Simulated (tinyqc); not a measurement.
Nuclear against electronic stopping over energy: ion implantation: universal nuclear stopping, Lindhard-Scharff electronic stopping and a Gaussian range profile. Computed by tinyqc, a small Python program. Command: `OMP_NUM_THREADS=1 python tinyqc.py 3017577 3017578 out.jsonl implant walk`. One thread of a shared host (Intel(R) Xeon(R) Processor @ 2.30GHz), about 0.06 s of CPU time with the checks.

An ion slows by elastic collisions with screened nuclei and by friction with electrons; channelling is ignored and the target is uniform.

Inputs (values chosen for the exercise, modelled on phosphorus ions in aluminium):

| quantity | value | unit |
|---|---|---|
| ion atomic number Z1 | 15 | - |
| ion mass M1 | 31 | u |
| target atomic number Z2 | 13 | - |
| target mass M2 | 26.98 | u |
| target density N | 60.2 | 1/nm^3 |
| scale factor of electronic stopping k | 1.5 | - |

Method:
- Reduced energy eps = 32.53 M2 E/(Z1 Z2 (M1 + M2)(Z1^0.23 + Z2^0.23)), E in keV; s_n = ln(1 + 1.1383 eps)/(2 (eps + 0.01321 eps^0.21226 + 0.19593 eps^0.5)) for eps up to 30 and ln(eps)/(2 eps) above; S_n = 8.462 Z1 Z2 M1 s_n/((M1 + M2)(Z1^0.23 + Z2^0.23)) in 1e-15 eV cm^2.
- S_e = k 3.83 Z1^(7/6) Z2/(Z1^(2/3) + Z2^(2/3))^(3/2) sqrt(E/M1) in 1e-15 eV cm^2, E in keV.
- Path length R = int_0^E dE'/(N (S_n + S_e)); energy lost to nuclei nu = int_0^E S_n/(S_n + S_e) dE' (both with E' = E y^3 and 64 Gauss-Legendre points in y).

Stopping (1e-15 eV cm^2) and range:

| E (keV) | eps | S_n | S_e | R (nm) | nu/E |
|---|---|---|---|---|---|
| 1 | 2.1163e-02 | 51.586 | 7.99 | 5.23 | 0.87656 |
| 2 | 4.2325e-02 | 63.307 | 11.29 | 7.69 | 0.86672 |
| 5 | 1.0581e-01 | 76.945 | 17.86 | 13.49 | 0.84405 |
| 10 | 2.1163e-01 | 83.389 | 25.26 | 21.59 | 0.81628 |
| 20 | 4.2325e-01 | 84.190 | 35.72 | 36.03 | 0.77474 |
| 50 | 1.0581e+00 | 74.674 | 56.47 | 75.43 | 0.68824 |
| 100 | 2.1163e+00 | 61.026 | 79.86 | 136.43 | 0.59184 |
| 200 | 4.2325e+00 | 45.507 | 112.95 | 247.50 | 0.47152 |
| 500 | 1.0581e+01 | 27.479 | 178.58 | 521.44 | 0.30443 |

What follows from these numbers?

Nuclear stopping peaks near 20 keV among these rows (eps = 0.42; the universal curve peaks near 0.3). Electronic stopping overtakes it between 50 and 100 keV. The path length grows as E^0.56 at the low end and E^0.81 at the high end; constant stopping would give E^1, and stopping that rises with E, be it nuclear (below its peak) or electronic, gives a lower exponent.

Extremes, crossings and ranges named in words are read from the listed rows.
